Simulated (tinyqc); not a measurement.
Inside a calculation. Model: grain-boundary trapping model (Seto) of a polycrystalline semiconductor film. Computed by tinyqc, a small Python program that keeps every step. Command: `OMP_NUM_THREADS=1 python tinyqc.py 3026155 3026156 out.jsonl poly walk`. One thread of a shared host (Intel(R) Xeon(R) Processor @ 2.30GHz), about 0.01 s of CPU time with the checks. Intermediate numbers are printed to about 5 digits and carried at full precision; extremes and crossings named in words are read from the listed rows.

Grains of equal size L are joined by thin boundaries with one trap level. Trapped carriers deplete a width W on each side and raise a barrier, crossed by thermionic emission. Dopants are fully ionised, statistics are non-degenerate and mu_g does not depend on T.

Inputs (values chosen for the exercise, modelled on polycrystalline ZnO):

| quantity | value | unit |
|---|---|---|
| permittivity eps | 8.3 | - |
| effective mass m | 0.28 | m_0 |
| effective density of states at 300 K, N_c | 3.5e+18 | 1/cm^3 |
| grain size L | 30 | nm |
| trap density Q_t | 8.2e+11 | 1/cm^2 |
| trap level E_t below the band edge | 0.22 | eV |
| doping N | 1.1e+18 | 1/cm^3 |
| mobility inside the grains mu_g | 110 | cm^2/(V s) |
| temperature T | 200 | K |

Grain interior: resistance included.

Constants: e = 1.602176634e-19 C; eps_0 = 8.8541878128e-12 F/m; k_B = 8.617333262e-05 eV/K; m_0 = 9.1093837015e-31 kg; k_B = 1.380649e-23 J/K.

## Critical doping

If all traps fill, the grain is just depleted at N* = Q_t/L, with the barrier e Q_t L/(8 eps eps_0).

N* = 2.7333e+17 1/cm^3

barrier at N* with all traps filled = 0.067039 V

The traps stay filled only while e V_B is below E_t - k_B T ln(N_c(T)/N*) = 0.187 eV. The barrier above stays below that, so nearly all traps can fill.

## Barrier

N_c(T) = N_c (T/300 K)^(3/2). Filled traps Q = Q_t/(1 + (1/2) exp((E_t* - E_F)/k_B T)), where E_t* = e V_B - E_t and E_F are counted from the band edge at the grain centre. Partial depletion: Q = 2 N W, V_B = e N W^2/(2 eps eps_0), E_F = k_B T ln(N/N_c); solve for W. If that W would exceed L/2 the grain is fully depleted: W = L/2, Q = N L, and E_F follows from the trap equation. Centre density n_0 = N_c exp(E_F/k_B T).

depletion width W = 3.7272 nm

barrier V_B = 0.016658 V

E_F = -0.0094662 eV

centre density n_0 = 1.10e+18 1/cm^3

The grain is partly depleted; 100.0 % of the traps are filled, and they hold 24.8 % of the carriers. Caution: E_F is within 2 k_B T of the band edge, so non-degenerate statistics fail, and tunnelling through so thin a barrier adds to the current. Caution: e V_B is below 2 k_B T, where the depletion approximation fails and the mean density does not balance the trapped charge.

## Resistivity and effective mobility

Boundary: sigma_b = L e^2 n_0 exp(-e V_B/k_B T)/sqrt(2 pi m k_B T); drift through the grain, depleted parts included: rho_g = [(1 - 2W/L) + (2W/L) int_0^1 exp(y^2 s^2) ds]/(e n_0 mu_g); rho = 1/sigma_b + rho_g. Mean carrier density n_av = n_0 [(1 - 2W/L) + (2W/L) (sqrt(pi)/2) erf(y)/y], y = sqrt(e V_B/k_B T); effective mobility 1/(e n_av rho).

boundary resistivity = 0.020644 ohm cm

drift resistivity rho_g = 0.057246 ohm cm

resistivity rho = 0.077891 ohm cm

mean carrier density = 1.0325e+18 1/cm^3

effective mobility = 77.606 cm^2/(V s)

A single crystal with the same N and mu_g would have 0.0516 ohm cm, a factor 1.51 lower.

## Activation energy

E_a = d ln(rho)/d(1/k_B T) from T - 5 K and T + 5 K; temperature coefficient d ln(rho)/dT.

activation energy E_a = 0.0038174 eV

temperature coefficient = -0.11082 %/K

With a fixed barrier the boundary term gives E_a = e V_B - k_B T/2 = 0.0080 eV, the second term coming from the thermal velocity in the prefactor; the drift resistivity, which hardly depends on T, dilutes it.

## Against the doping

The formulas are those given above.

The same film:

| N (1/cm^3) | W (nm) | V_B (V) | mean density (1/cm^3) | mobility (cm^2/(V s)) | rho (ohm cm) |
|---|---|---|---|---|---|
| 8.20e+15 | 15.000 | 0.002011 | 9.1105e+10 | 94.350 | 7.2611e+05 |
| 2.70e+16 | 15.000 | 0.006622 | 3.8816e+11 | 90.823 | 1.7704e+05 |
| 6.80e+16 | 15.000 | 0.016678 | 1.7875e+12 | 79.252 | 4.4058e+04 |
| 1.40e+17 | 15.000 | 0.034337 | 1.2562e+13 | 52.901 | 9.3925e+03 |
| 2.20e+17 | 15.000 | 0.053958 | 1.2723e+14 | 27.551 | 1.7806e+03 |
| 3.30e+17 | 12.422 | 0.055504 | 1.9017e+17 | 23.840 | 1.3767e+00 |
| 5.50e+17 | 7.454 | 0.033314 | 4.4232e+17 | 50.863 | 2.7743e-01 |
| 1.10e+18 | 3.727 | 0.016658 | 1.0325e+18 | 77.606 | 7.7891e-02 |
| 2.70e+18 | 1.519 | 0.006787 | 2.6680e+18 | 89.721 | 2.6074e-02 |
| 1.10e+19 | 0.373 | 0.001666 | 1.0991e+19 | 94.210 | 6.0275e-03 |

The barrier peaks among these rows at N = 3.3e17 (0.056 V) and the mobility has its minimum at 3.3e17; N* is 2.7e17. While the grain is fully depleted (W = L/2) V_B grows as N; once all traps are filled it falls as 1/N (last exponent -1.00). Partly depleted rows (W < L/2) with e V_B below 2 k_B T stretch the depletion approximation. Where N approaches N_c the non-degenerate statistics fail. rho drops most steeply, as N^-17.7, between 2.2e17 and 3.3e17.

Checks made by the program: charge in the traps against the depleted charge (relative difference below 1e-10).
